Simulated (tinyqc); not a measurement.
Thermal resistances of a two-die stack.

Problem. Heat leaves through the lower die only, and the system is linear. Find the resistance R1 from the lower die to the coolant, R2 between the dies, and the rise of the upper die when both are powered.

Inputs (values chosen for the exercise): power of the lower die P1 = 29 W; power of the upper die P2 = 21 W.

rises of the lower and upper die with only the lower one powered (K): [17.11, 17.11]
rises of the lower and upper die with only the upper one powered (K): [12.39, 16.38]

Answer. With only the lower die powered no heat crosses R2, so both dies rise by P1 R1; the difference in the second test is P2 R2; rises add.

R1 = 0.590 K/W
R2 = 0.190 K/W
rise of the upper die = 33.5 K

Numbers from tinyqc (`OMP_NUM_THREADS=1 python tinyqc.py 2162171 2162172 out.jsonl`; about 0.04 s on one thread of a shared Intel Xeon 2.30GHz).
